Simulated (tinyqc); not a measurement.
# Trench capacitor in an array: capacitance, non-linearity, leakage and relaxation: several studies

A film between two metal electrodes, each interface adding a series capacitance ci. The small-signal permittivity is ek (1 + aq E^2); the field is found with the linear permittivity. Leakage J = J0 sinh(E/Ef). After a voltage step the film passes a relaxation current kr C V tt^(-nr), tt being the time in seconds. The sidewall is a coaxial capacitor with radii a = dm/2 - t and b = dm/2, depth AR dm; the end face is left out.

Inputs (values chosen for the exercise); permittivity of the order of that of tantalum oxide:
- ek = 23.6 (relative permittivity of the film)
- t = 11 nm (film thickness)
- ci = 39 uF/cm^2 (capacitance of each electrode interface (dead layer and screening))
- aq = 0.0097 cm^2/MV^2 (quadratic field coefficient of the permittivity)
- V = 1.8 V (bias)
- nr = 0.942 (exponent of the relaxation current)
- kr = 0.00041 (strength of the relaxation)
- J0 = 1.3e-10 A/cm^2 (leakage prefactor)
- Ef = 0.31 MV/cm (field for an e-fold rise of the leakage)
- dm = 120 nm (diameter of the hole)
- pt = 260 nm (pitch of the square array)
- rho = 230 uohm cm (resistivity of the inner electrode)
- t0 = 2e-8 s (duration of the write pulse)

Constants: eps0 = 8.8541878128e-14 F/cm where lengths are in cm. Results are converted to the units shown.

Each table varies one quantity; the others keep the values above.

## Capacitance, non-linearity and leakage against thickness

Planar film: Cf = eps0 ek/t, 1/C = 1/Cf + 2/ci, EOT = 3.9 eps0/C, effective permittivity C t/eps0, E = (V/t) C/Cf; quadratic coefficient [C(V)/C - 1]/V^2 with Cf (1 + aq E^2) in C(V).

Capacitance, non-linearity and leakage against thickness:
```
t (nm)  C (uF/cm^2)  EOT (nm)  effective permittivity  E (MV/cm)  quadratic coefficient (ppm/V^2)  J (A/cm^2)
3.6           4.473    0.7720                   18.19      3.853                          3.316e4    1.625e-5
5.2           3.332     1.036                   19.57      2.870                          2.017e4    6.820e-7
7.3           2.496     1.383                   20.58      2.150                          1.200e4    6.686e-8
10            1.887     1.830                   21.32      1.626                             7130    1.232e-8
15            1.300     2.656                   22.03      1.120                             3502    2.408e-9
21           0.9467     3.647                   22.45     0.8155                             1894   8.978e-10
30           0.6725     5.135                   22.79     0.5793                            970.0   4.112e-10
42           0.4851     7.118                   23.01     0.4179                            509.8   2.334e-10
60           0.3422     10.09                   23.19     0.2947                            255.5   1.431e-10
```

What does the comparison show?

C falls from 4.47 to 0.342 uF/cm^2 while the effective permittivity goes from 18.2 to 23.2 (ek = 23.6). EOT is a straight line in t with slope 3.9/ek = 0.165 and intercept 0.177 nm. The quadratic coefficient goes as t^(-1.35) between the first two rows and t^(-1.94) between the last two (-2 without interfaces), and J falls by 5.06 decades. For t = 3.6 direct tunnelling, left out, would add to the leakage.

## Cell against the aspect ratio

Per length 1/c = ln(b/a)/(2 pi eps0 ek) + (1/a + 1/b)/(2 pi ci); cell capacitance c AR dm; per footprint over pt^2; fields c V/(2 pi eps0 ek r) at r = a and b; resistance of the inner electrode rho AR dm/(pi a^2); time constant R C/3 of the distributed line.

The same in every row: field at a (MV/cm) = 1.652; field at b (MV/cm) = 1.349.

Cell against the aspect ratio:
```
AR   cell capacitance (fF)  per footprint (uF/cm^2)  R (kohm)  R C/3 (ps)
5                    3.542                    5.240    0.1830      0.2160
10                   7.085                    10.48    0.3659      0.8641
20                   14.17                    20.96    0.7318       3.456
30                   21.25                    31.44     1.098       7.777
50                   35.42                    52.40     1.830       21.60
70                   49.59                    73.36     2.561       42.34
100                  70.85                    104.8     3.659       86.41
```

What does the comparison show?

As AR goes from 5 to 100, the cell capacitance rises from 3.54 to 70.8 fF, the capacitance per footprint rises from 5.24 to 105 uF/cm^2, the ratio of the two fields stays at 1.22 and R C/3 rises from 0.216 to 86.4 ps; the time constant goes as AR^(2.00) between the first two rows and AR^(2.00) between the last two.

## Charge lost after writing

Planar film: Cf = eps0 ek/t, 1/C = 1/Cf + 2/ci, EOT = 3.9 eps0/C, effective permittivity C t/eps0, E = (V/t) C/Cf. A capacitor written for t0 and then left open loses, as a share of C V, kr (tt^(1 - nr) - t0^(1 - nr))/(1 - nr) by relaxation and J tt/(C V) by leakage; both are taken as small, and rows far outside that range are left out.

The same in every row: leakage current (nA/cm^2) = 7.977.

Result of one run:
```
tt (s)  relaxation current (nA/cm^2)  loss by relaxation (%)  loss by leakage (%)  total loss (%)
1e-5                         6.552e4                  0.1097             2.560e-6          0.1097
```

What becomes of these results when the time since the start of the write pulse tt is changed from 1e-5 to 0.0001 s, all else the same?

Result of the changed run:
```
tt (s)  relaxation current (nA/cm^2)  loss by relaxation (%)  loss by leakage (%)  total loss (%)
0.0001                          7488                  0.1615             2.560e-5          0.1615
```

The whole series:
```
tt (s)  relaxation current (nA/cm^2)  loss by relaxation (%)  loss by leakage (%)  total loss (%)
1e-6                         5.733e5                 0.06439             2.560e-7         0.06439
1e-5                         6.552e4                  0.1097             2.560e-6          0.1097
0.0001                          7488                  0.1615             2.560e-5          0.1615
0.001                          855.8                  0.2207             2.560e-4          0.2210
0.01                           97.80                  0.2884             0.002560          0.2909
0.1                            11.18                  0.3657              0.02560          0.3913
1                              1.277                  0.4541               0.2560          0.7101
10                            0.1460                  0.5551                2.560           3.115
```

The two currents are equal at tt = 0.143 s. The loss by relaxation grows from 0.0644 to 0.555 %, by 0.0453 points over the first decade and 0.101 over the last, while the loss by leakage grows tenfold a decade. Leakage is the larger loss for tt = 10 s. For tt = 10 the falling voltage would already cut the leakage, so the linear estimate overstates the loss.

tinyqc, about 0.01 s, one thread, Intel Xeon 2.30GHz (shared host): `OMP_NUM_THREADS=1 python tinyqc.py 2102048 2102049 out.jsonl`
